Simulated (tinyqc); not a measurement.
Pillar capacitor in an array: capacitance, non-linearity, leakage and relaxation: two steps of the calculation.

A film between two metal electrodes, each interface adding a series capacitance ci. The small-signal permittivity is ek (1 + aq E^2); the field is found with the linear permittivity. Leakage J = J0 sinh(E/Ef). After a voltage step the film passes a relaxation current kr C V tt^(-nr), tt being the time in seconds. The sidewall is a coaxial capacitor with radii a = dm/2 and b = dm/2 + t, depth AR dm; the end face is left out.

Values chosen for this exercise; permittivity of the order of that of titanium dioxide:
- ek = 72.7 (relative permittivity of the film)
- t = 9.4 nm (film thickness)
- ci = 1000 uF/cm^2 (capacitance of each electrode interface (dead layer and screening))
- aq = 0.028 cm^2/MV^2 (quadratic field coefficient of the permittivity)
- V = 1.1 V (bias)
- J0 = 3.3e-10 A/cm^2 (leakage prefactor)
- Ef = 0.32 MV/cm (field for an e-fold rise of the leakage)
- dm = 110 nm (diameter of the pillar)
- AR = 20 (aspect ratio, depth over diameter)
- pt = 220 nm (pitch of the square array)
- rho = 1900 uohm cm (resistivity of the inner electrode)

Constants: eps0 = 8.8541878128e-14 F/cm where lengths are in cm. Results are converted to the units shown.

Question 1. Planar capacitance, field and non-linearity. Planar film: Cf = eps0 ek/t, 1/C = 1/Cf + 2/ci, EOT = 3.9 eps0/C, effective permittivity C t/eps0, E = (V/t) C/Cf; quadratic coefficient [C(V)/C - 1]/V^2 with Cf (1 + aq E^2) in C(V).

Find: Cf; C; EOT; effective permittivity; E; quadratic coefficient; J.

Answer 1.

Cf = 6.8479 uF/cm^2
C = 6.7553 uF/cm^2
EOT = 0.51117 nm
effective permittivity = 71.718
E = 1.1544 MV/cm
quadratic coefficient = 30406 ppm/V^2
J = 6.0797e-9 A/cm^2

The interfaces take 1.35 % of the voltage.

Question 2. Cell capacitance, fields and time constant. Per length 1/c = ln(b/a)/(2 pi eps0 ek) + (1/a + 1/b)/(2 pi ci); cell capacitance c AR dm; per footprint over pt^2; fields c V/(2 pi eps0 ek r) at r = a and b; resistance of the inner electrode rho AR dm/(pi a^2); time constant R C/3 of the distributed line.

Give: a; b; cell capacitance; capacitance per footprint; field at a; field at b; R; R C/3.

Answer 2.

a = 55.000 nm
b = 64.400 nm
cell capacitance = 55.629 fF
capacitance per footprint = 114.94 uF/cm^2
field at a = 1.2504 MV/cm
field at b = 1.0679 MV/cm
R = 4.3985 kohm
R C/3 = 81.561 ps

The array gives 17.0 times the planar capacitance per footprint; curvature makes the field at the inner electrode 1.08 times the planar value.

Computed by the program tinyqc: `OMP_NUM_THREADS=1 python tinyqc.py 2102111 2102112 out.jsonl`, one thread of a shared Intel Xeon 2.30GHz, about 0.01 s for the whole run.
